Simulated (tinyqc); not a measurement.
Worked calculation: Hubbard chain of 4 sites. Computed by tinyqc, a small Python program that keeps every step. Settings: hopping = 1.95, U = 10.9, mixing = 1, iteration cap = 52. Command: `OMP_NUM_THREADS=1 python tinyqc.py 30598 30599 out.jsonl` (the two numbers bound the seeds that draw the settings). One thread of a shared host (Intel(R) Xeon(R) Processor @ 2.60GHz), about 0.2 s of CPU time with the checks. Later iterations appear only in the table of the cycle.

## Mean-field iteration 1

one-body matrix (hopping and site energies) (eV), order 1, 2, 3, 4:
```
[[0.000000, -1.950000, 0.000000, 0.000000],
 [-1.950000, 0.000000, -1.950000, 0.000000],
 [0.000000, -1.950000, 0.000000, -1.950000],
 [0.000000, 0.000000, -1.950000, 0.000000]]
```

U = 10.900000 eV

electrons, up and down: [2, 2]

mixing = 1

n(up) at the start (a guess, not normalised): [0.800000, 0.200000, 0.800000, 0.200000]

n(down) at the start (a guess): [0.200000, 0.800000, 0.200000, 0.800000]

H(up) = T + U n(down), H(down) = T + U n(up); fill the lowest levels; n(new) = n + mixing (n(out) - n); E = tr T (rho up + rho down) + U sum n_up n_down of the output.

levels, up (eV): [0.905996, 1.964986, 8.935014, 9.994004]

levels, down (eV): [0.905996, 1.964986, 8.935014, 9.994004]

energy = -1.831537 eV

n(up) after iteration 1: [0.938932, 0.109965, 0.890035, 0.061068]

n(down) after iteration 1: [0.061068, 0.890035, 0.109965, 0.938932]

## Mean-field iteration 2

As before.

levels, up (eV): [-0.041838, 0.737094, 10.162906, 10.941838]

levels, down (eV): [-0.041838, 0.737094, 10.162906, 10.941838]

energy = -2.035634 eV

n(up) after iteration 2: [0.963159, 0.073036, 0.926964, 0.036841]

n(down) after iteration 2: [0.036841, 0.926964, 0.073036, 0.963159]

## Convergence

Each step fills the lowest levels of T + U n(other spin) and sets n(new) = n + mixing (n(out) - n); stop when output and input agree to 1e-8.

Course of the cycle:
```
iteration       E (eV)  largest |n(out) - n(in)|  mean |n_up - n_down|
1          -1.83153726                  1.39e-01              0.828966
2          -2.03563382                  3.69e-02              0.890122
3          -2.04668601                  8.45e-03              0.902548
4          -2.04712757                  1.66e-03              0.904931
5          -2.04714367                  3.15e-04              0.905382
6          -2.04714424                  5.94e-05              0.905467
7          -2.04714426                  1.12e-05              0.905483
8          -2.04714427                  2.12e-06              0.905486
9          -2.04714427                  3.99e-07              0.905486
10         -2.04714427                  7.53e-08              0.905487
11         -2.04714427                  1.42e-08              0.905487
12         -2.04714427                  2.68e-09              0.905487
```

local moments n_up - n_down: [0.936054, -0.874919, 0.874919, -0.936054]

Converged in 12 iterations. Before convergence this energy mixes input and output and is not variational, so it may rise towards its limit.

## Exact diagonalisation (36 states)

Lowest levels of the sector, and the double occupancy of the lowest state.

lowest levels (eV): [-2.958925, -2.137768, -1.281457, -0.855941, -0.395453, 0.000000]

double occupancy per site = 0.054864

The mean-field solution above lies 0.9118 eV above the exact energy.

## The lowest level by Lanczos steps

From a random start vector (not printed): a_j = <q_j|H|q_j>, b_j = norm of the remainder after orthogonalising; the Ritz value is the lowest eigenvalue of the tridiagonal matrix of a and b so far.

Lanczos:
```
j    a_j (eV)  b_j (eV)  lowest Ritz value (eV)
1   11.631237  7.008464             11.63123696
2   14.389616  8.146881              5.86754606
3    6.565279  6.918250              0.01964465
4   11.123520  5.367161             -2.15324316
5   15.521290  8.234625             -2.42496536
6    7.333074  7.110724             -2.61061206
7    9.647063  4.062555             -2.90342085
8   18.023243  6.109016             -2.94795116
9   12.013071  4.889755             -2.95483632
10   5.881694  7.087624             -2.95664858
```
